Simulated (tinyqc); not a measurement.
## Zero-field barrier from two thresholds

Problem. The photoemission threshold over an interface barrier is Phi = P0 - sqrt(q F/(4 pi eps0 ei)). Find P0 and ei.

Constants: q = 1.602176634e-19 C, eps0 = 8.8541878128e-14 F/cm where lengths are in cm. Results are converted to the units shown.

thresholds at F = 0.7 and 4.9 MV/cm (eV): 2.9033956  2.6456637

Solution. Phi is linear in sqrt(F): the intercept is P0 and the slope gives ei.

P0 = 3.06 eV
ei = 4.11

Program tinyqc, `OMP_NUM_THREADS=1 python tinyqc.py 2410049 2410050 out.jsonl`; Intel Xeon 2.30GHz, shared host, one thread, about 0.01 s.
